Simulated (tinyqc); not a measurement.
Oxide trap near a transistor channel: two-state multiphonon kinetics, telegraph noise and bias instability. Changing the trap depth x from the interface. Computed by tinyqc, a small Python program. Command: `OMP_NUM_THREADS=1 python tinyqc.py 3013379 3013380 out.jsonl oxidetrap sweep`. One thread of a shared host (Intel(R) Xeon(R) Processor @ 2.30GHz), about 0.01 s of CPU time with the checks.

An n-channel device under positive gate bias. The trap is empty (state 1) or holds an electron (state 2); both states are parabolas of equal curvature, and the electron reservoir is taken at the Fermi level of the channel.

Inputs (values chosen for the exercise, with an insulator like Si3N4 on silicon):
```
quantity                                value   unit
insulator constant eps_ox                7.03      -
insulator thickness t_ox                  3.8     nm
tunnel barrier phi_b                     2.15     eV
tunnelling mass m_ox                     0.41    m_0
trap level above E_F at zero field E_t   0.84     eV
relaxation energy E_R                     2.1     eV
oxide field F                             4.3  MV/cm
attempt rate k_0 at the interface       5e+11    1/s
temperature T                             250      K
channel width W                           130     nm
channel length L                          180     nm
frequency f                                 3     Hz
```

Parts treated: one trap.

Constants: hbar^2/(2 m_0) = 3.80998212 eV angstrom^2; k_B = 8.617333262e-05 eV/K; e = 1.602176634e-19 C; eps_0 = 8.8541878128e-12 F/m.

Method:
- kappa = sqrt(2 m_ox phi_b)/hbar = sqrt(m_ox phi_b/(hbar^2/2m_0)); attenuation length lambda = 1/(2 kappa); factor exp(-x/lambda) for a rectangular barrier.
- E_21 = E_t - e F x is the energy of state 2 over state 1; barriers E_c = (E_R + E_21)^2/(4 E_R), E_e = E_c - E_21; tau_c = exp(E_c/k_B T)/(k_0 P), tau_e = exp(E_e/k_B T)/(k_0 P), P the tunnelling factor; occupation f_2 = tau_e/(tau_c + tau_e); 1/tau_0 = 1/tau_c + 1/tau_e.
- Charge-sheet step dV = e (t_ox - x)/(eps_ox eps_0 W L); Lorentzian spectrum S(f) = 4 dV^2 tau_0^2/((tau_c + tau_e)(1 + (2 pi f tau_0)^2)); corner 1/(2 pi tau_0); variance dV^2 f_2 (1 - f_2) = dV^2 tau_0/(tau_c + tau_e).

One run for each value; columns: (1) trap depth x from the interface (nm); (2) capture time tau_c (s); (3) emission time tau_e (s); (4) threshold step dV (mV); (5) tunnelling factor; (6) occupation f_2:
```
(1)          (2)         (3)      (4)         (5)         (6)
0.30  3.2939e+08  1.5296e-06  0.38500  5.5797e-02  4.6438e-15
0.64  1.0398e+08  4.2765e-04  0.34760  2.1189e-03  4.1128e-12
0.97  4.2563e+07  1.2698e-01  0.31130  8.8589e-05  2.9834e-09
1.30  2.1765e+07  4.7103e+01  0.27500  3.7039e-06  2.1642e-06
1.60  1.4349e+07  1.2378e+04  0.24200  2.0667e-07  8.6187e-04
2.00  1.0961e+07  2.7735e+07  0.19800  4.4064e-09  7.1674e-01
2.30  1.1099e+07  1.1194e+10  0.16500  2.4587e-10  9.9901e-01
2.70  1.5024e+07  4.4450e+13  0.12100  5.2422e-12  1.0000e+00
```

Over the rows, capture time tau_c (s) goes from 3.29e8 through a minimum among these rows, 1.10e7 at 2.00, to 1.50e7; emission time tau_e (s) rises from 1.53e-6 to 4.45e13 (exponent d ln y / d ln x 7.4 between the first rows and 52 between the last); threshold step dV (mV) falls from 0.385 to 0.121 (exponent d ln y / d ln x -0.13 between the first rows and -1.9 between the last).

Caution (all rows): at this temperature nuclear tunnelling through such barriers shortens the times below these classical values. Caution (rows 1.60, 2.00, 2.30, 2.70): the field lowers the tunnel barrier appreciably over the trap depth, so the rectangular barrier understates the rate.

Extremes, crossings and ranges named in words are read from the listed rows.
